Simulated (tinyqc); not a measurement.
Diamond against structures with more neighbours: Stillinger-Weber potential for a tetrahedral semiconductor. Computed by tinyqc, a small Python program. Command: `OMP_NUM_THREADS=1 python tinyqc.py 3006213 3006214 out.jsonl swsi walk`. One thread of a shared host (Intel(R) Xeon(R) Processor @ 2.30GHz), about 0.03 s of CPU time with the checks.

With x = r/sigma: pair term eps A (B x^-4 - 1) exp(1/(x - a)); for each pair of neighbours j, k of atom i, three-body term eps lambda exp(gamma/(x_ij - a) + gamma/(x_ik - a)) (cos theta_jik + 1/3)^2; both vanish beyond x = a. A = 7.049556277, B = 0.6022245584, a = 1.8.

Inputs (values chosen for the exercise, modelled on silicon):
```
quantity                    value      unit
energy scale eps            2.168        eV
length scale sigma          2.076  angstrom
three-body strength lambda   22.2         -
gamma                         1.1         -
```

Method. Each structure is relaxed in its neighbour distance d (lowest minimum for d between sigma and 1.7 sigma), with all neighbours inside the cut-off, second shells too where they fall inside.

Energies per atom (eV):
```
structure     first neighbours  d (angstrom)     pair  three-body    total  volume (angstrom^3)
diamond                      4        2.3302  -4.3360      0.0000  -4.3360               19.481
simple cubic                 6        2.6687  -5.1174      1.7840  -3.3334               19.006
bcc                          8        2.8822  -4.7724      1.9018  -2.8706               18.431
fcc                         12        3.0057  -4.6255      1.9881  -2.6374               19.201
```

What follows from these numbers?

The order is diamond < simple cubic < bcc < fcc, the lowest two 1.003 eV apart. Against diamond the pair energy changes by -0.78 (simple cubic), -0.44 (bcc), -0.29 (fcc) eV, while angles away from 109.47 degrees cost 1.78, 1.90, 1.99 eV; the bonds stretch to 3.01 angstrom in fcc to weaken that penalty.

Extremes, crossings and ranges named in words are read from the listed rows.
